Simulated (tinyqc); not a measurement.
Donors with valley-orbit split 1s states, step by step. Values are carried at full precision from step to step, so a last printed digit may differ when a step is redone from the rounded ones.

Each donor binds at most one electron, in any of its states. For a site s, W_s = sum over its states of g exp(E/kT), and the ionised share is 1/(1 + W_s exp(eta)), eta = (EF - Ec)/kT; n = Nc F_1/2(eta); neutrality n + NA = ND x (mean ionised share); holes are neglected. Nc from N = 2 (m kB T/(4 pi c))^(3/2) with c = hbar^2/2m0, in 1/angstrom^3; times 1e24 for 1/cm^3, m = md. F_j(eta) = (1/Gamma(j + 1)) integral_0^infinity x^j dx/(1 + exp(x - eta)), which tends to exp(eta) for eta << 0.

Constants: hbar^2/2m0 = 3.80998211 eV angstrom^2; kB = 8.617333262e-05 eV/K.

Inputs chosen for the exercise (near those of P in Si; shifted at random, so the results belong to these values and not to a real crystal):
```
symbol  value               unit        meaning
md      1.068               m0          density-of-states mass of the conduction band
E       (46.2, 34.2, 33.1)  meV         binding energies of 1s(A1), 1s(T2), 1s(E)
g       (2, 6, 4)                       their degeneracies with spin
T       300                 K
ND      3.9e+15             1/cm^3      donors
NA      0                   1/cm^3      compensating acceptors, all ionised
mu0     70                  cm^2/(V s)  mobility at heavy doping
mu1     1347                cm^2/(V s)  mobility at light doping and 300 K
Nr      9.4e+16             1/cm^3      reference doping
de      0.72                            doping exponent
ga      2.3                             temperature exponent
```

## Partition sums of the neutral donor

Give each term g exp(E/kT), W_s, and the effective degeneracy W_s exp(-E_ground/kT).

Nc = 2.7697e+19 1/cm^3

terms: 1s(A1) 11.94, 1s(T2) 22.53, 1s(E) 14.39

W_s: donor 48.862

effective degeneracy: donor 8.182

The ground state alone would give 2 and all states together 12; here the excited states hold 76 % of the bound electrons.

## Neutrality

Solve for eta.

eta = -8.875
n = 3.87e+15 1/cm^3

ionised share: donor 0.993

n is 0.993 of ND - NA.

## Mobility and resistivity

Mobility (Caughey-Thomas form): mu = mu0 + (mu1 (T/300)^(-ga) - mu0)/(1 + ((ND + NA)/Nr)^de); rho = 1/(e n mu), e = 1.602176634e-19 C.

Compare with full ionisation, n = ND - NA.

mu = 1229.7 cm^2/(V s)
rho = 1.31 ohm cm
rho at full ionisation = 1.30 ohm cm

Incomplete ionisation raises rho by a factor 1.01.

## Checks

- n at ND = 1e13 1/cm^3 against the root of n^2 = (Nc/W)(ND - n) (1/cm^3): both 1.000e+13.

Computed by tinyqc, a small Python program: `OMP_NUM_THREADS=1 python tinyqc.py 1650329 1650330 out.jsonl` (the numbers bound the seed that draws the inputs); one thread of a shared host (Intel(R) Xeon(R) Processor @ 2.30GHz), about 0.01 s for the whole set of steps.
